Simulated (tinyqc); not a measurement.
Hole subbands of a hard-walled well, four-band Luttinger model: one step. Levels at k = 0.

Constants: hbar^2/2m0 = 3.80998211 eV angstrom^2.

Inputs chosen for the exercise (out of a larger set: near those of Ge; not measured data): g1 = 13.36 (Luttinger gamma1); g2 = 4.23 (gamma2); L = 140 angstrom (well width along [001]).

shear strain energy Zs = -0.0528996 eV

Problem. R and S vanish: HHn = c (g1 - 2 g2)(n pi/L)^2 - Zs and LHn = c (g1 + 2 g2)(n pi/L)^2 + Zs, c = hbar^2/2m0, hole energies counted downwards. Sort HH1 to HH4 and LH1, LH2.

Give: a table of subband, E (eV).

Solution.

Levels:
```
subband   E (eV)
LH1      -0.0110
HH1       0.0623
HH2       0.0905
LH2       0.1145
HH3       0.1375
HH4       0.2033
```

The top subband is LH1, 73.3 meV from HH1.

(tinyqc, `OMP_NUM_THREADS=1 python tinyqc.py 1281019 1281020 out.jsonl`, Intel(R) Xeon(R) Processor @ 2.30GHz, 1 thread, shared host, about 0.1 s.)
